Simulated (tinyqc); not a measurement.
Inputs raised by 5 %, one at a time: electron-beam lithography: double-Gaussian proximity function, edge placement and dose correction for parallel lines. Computed by tinyqc, a small Python program. Command: `OMP_NUM_THREADS=1 python tinyqc.py 3110453 3110454 out.jsonl proximity sens`. One thread of a shared host (Intel(R) Xeon(R) Processor @ 2.30GHz), about 0.02 s of CPU time with the checks.

Lines are infinitely long. Absorbed energy is counted so that the middle of a very large area written at dose 1 receives 1; the resist develops where it exceeds 1/2.

Inputs (values chosen for the exercise, of the order of those for 100 keV electrons in resist on silicon): forward range alpha = 0.015 micrometre; backscatter ratio eta = 0.52; base dose D0 = 190 microcoulomb/cm^2; beam current = 9.5 nA; pixel size = 5 nm; width of the test line = 0.26 micrometre; pattern density around the test line = 0.35.

Constants: e = 1.602176634e-19 C.

Method. A test line of width w << beta in surroundings of density rho, all at dose d: near its edge E(x) = d [S + eta rho]/(1 + eta), S = [erf((b - x)/alpha) - erf((a - x)/alpha)]/2 for edges a and b, the second term being the background energy. Dose to size d_s = (1 + eta)/(erf(w/alpha) + 2 eta rho), dose = d_s D0; edge slope d [1 - exp(-w^2/alpha^2)]/(sqrt(pi) alpha (1 + eta)); width change per 1 % of dose = 2 x 0.01 x (1/2)/slope. With dose = d_s D0: electrons per pixel N = dose x pixel area/e; relative noise 1/sqrt(N); time per cm^2 of pattern area = dose x density/current; pixel rate = current/(dose x pixel area).

Runs:
```
input moved                            from       to  dose to size d_s  width change per 1 % of dose (nm)  writing time per cm^2 (h)  shot noise (%)
base run                                  -        -            1.1144                            0.36264                     2.1668          5.5017
forward range alpha (micrometre)      0.015  0.01575            1.1144                            0.38078                     2.1668          5.5017
backscatter ratio eta                  0.52    0.546            1.1185                            0.36748                     2.1749          5.4915
width of the test line (micrometre)    0.26    0.273            1.1144                            0.36264                     2.1668          5.5017
pattern density around the test line   0.35   0.3675            1.0997                            0.36748                     2.2452          5.5382
base dose D0 (microcoulomb/cm^2)        190    199.5            1.1144                            0.36264                     2.2752          5.3691
beam current (nA)                       9.5    9.975            1.1144                            0.36264                     2.0636          5.5017
pixel size (nm)                           5     5.25            1.1144                            0.36264                     2.1668          5.2397
```

Exponents ln(y'/y) / ln(x'/x):
```
input                                 dose to size d_s  width change per 1 % of dose  writing time per cm^2  shot noise
forward range alpha                              0.000                         1.000                  0.000       0.000
backscatter ratio eta                            0.076                         0.272                  0.076      -0.038
width of the test line                           0.000                         0.000                  0.000       0.000
pattern density around the test line            -0.272                         0.272                  0.728       0.136
base dose D0                                     0.000                         0.000                  1.000      -0.500
beam current                                     0.000                         0.000                 -1.000       0.000
pixel size                                       0.000                         0.000                  0.000      -1.000
```

To which inputs is each result most sensitive?

Among the inputs moved here: dose to size d_s answers most in size to pattern density around the test line (exponent -0.272), next to backscatter ratio eta (+0.076); its exponent is below 0.0005 for forward range alpha, width of the test line, base dose D0, beam current, pixel size. Width change per 1 % of dose answers most in size to forward range alpha (exponent +1.000), next to backscatter ratio eta (+0.272); its exponent is below 0.0005 for width of the test line, base dose D0, beam current, pixel size. Its exponent +1.000 in forward range alpha: the edge slope goes as 1/alpha. Writing time per cm^2 answers most in size to beam current (exponent -1.000), and about equally to base dose D0 (+1.000); its exponent is below 0.0005 for forward range alpha, width of the test line, pixel size. Shot noise answers most in size to pixel size (exponent -1.000), next to base dose D0 (-0.500); its exponent is below 0.0005 for forward range alpha, width of the test line, beam current.
